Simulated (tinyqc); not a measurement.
Anisotropic elasticity and sound waves of a cubic crystal: one step, computed by the program tinyqc.

Voigt order 1..6 = xx, yy, zz, yz, xz, xy, with engineering shear strains. The rotated frame has x' as named, z' along the wafer normal and y' = z' x x'.

Task: Stiffness in the rotated frame. C'_ijkl = C12 delta_ij delta_kl + C44 (delta_ik delta_jl + delta_il delta_jk) - H sum_m a_im a_jm a_km a_lm.

Inputs (values chosen for the exercise, modelled on diamond): C12 = 123 GPa; C44 = 572.4 GPa.

Frame: (001) wafer, x' along [210].

H = 195.8 GPa

direction cosines a (rows x', y', z' in the cube axes), rows x', y', z', columns x, y, z:
$$\begin{pmatrix}
0.894427 & 0.447214 & 0.000000 \\
-0.447214 & 0.894427 & 0.000000 \\
0.000000 & 0.000000 & 1.000000
\end{pmatrix}$$

Give: C'.

Result:

C' (GPa), rows 1, 2, 3, 4, 5, 6:
$$\begin{pmatrix}
1134.656 & 60.344 & 123.000 & 0.000 & 0.000 & 46.992 \\
60.344 & 1134.656 & 123.000 & 0.000 & 0.000 & -46.992 \\
123.000 & 123.000 & 1072.000 & 0.000 & 0.000 & 0.000 \\
0.000 & 0.000 & 0.000 & 572.400 & 0.000 & 0.000 \\
0.000 & 0.000 & 0.000 & 0.000 & 572.400 & 0.000 \\
46.992 & -46.992 & 0.000 & 0.000 & 0.000 & 509.744
\end{pmatrix}$$

Normal stress couples to shear strain in this frame.
